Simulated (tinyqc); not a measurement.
What each parameter does: Bethe-Salpeter matrix of a two-band chain (Tamm-Dancoff form).

One valence and one conduction band, lattice period 1, mesh k = 2 pi j/N. Pair energies D(k) = Eg + 2 t sum(1 - cos k), t = tc + tv. Screened attraction W(R) = U at R = 0 and V/|R| otherwise, R over the N cells with the nearest image; W(q) = sum_R W(R) cos(q R). H(k, k') = D(k) delta - W(k - k')/Nk + 2 J/Nk for singlets (J = 0 for triplets), Nk the number of k points. With a constant transition dipole the strength of a state is f = (sum_k A_k)^2/Nk, and the f sum to 1.

Values chosen for the exercise:
- Eg = 3.2 eV (quasiparticle gap)
- tc = 0.94 eV (conduction hopping)
- tv = 0.25 eV (valence hopping)
- U = 0.92 eV (attraction in the same cell)
- V = 0.41 eV (attraction at one cell distance)
- J = 0.14 eV (exchange in the same cell)

N = 100: lowest singlet, its binding and f, and the singlet-triplet splitting.

Results for these values:
```
case  singlet (eV)  binding (eV)      f  splitting (eV)
base        2.9128        0.2872  0.260          0.0823
```

What happens to each result for U = 1.1 eV, all else kept?

Answer: singlet falls from 2.9128 to 2.8621; binding rises from 0.2872 to 0.3379; f rises from 0.260 to 0.304; splitting rises from 0.0823 to 0.0948.

The same for each parameter in turn:
```
case          singlet (eV)  binding (eV)      f  splitting (eV)
base                2.9128        0.2872  0.260          0.0823
Eg = 3.4 eV         3.1128        0.2872  0.260          0.0823
tc = 1.22 eV        2.9325        0.2675  0.233          0.0730
tv = 0.15 eV        2.9046        0.2954  0.273          0.0865
U = 1.1 eV          2.8621        0.3379  0.304          0.0948
V = 0.51 eV         2.8599        0.3401  0.257          0.0807
J = 0.21 eV         2.9470        0.2530  0.228          0.1165
```

At zero total momentum only the sum tc + tv enters.

Computed by tinyqc, a small Python program: `OMP_NUM_THREADS=1 python tinyqc.py 1282320 1282321 out.jsonl` (the numbers bound the seed that draws the inputs); one thread of a shared host (Intel(R) Xeon(R) Processor @ 2.30GHz), about 0.1 s for the whole set of steps.
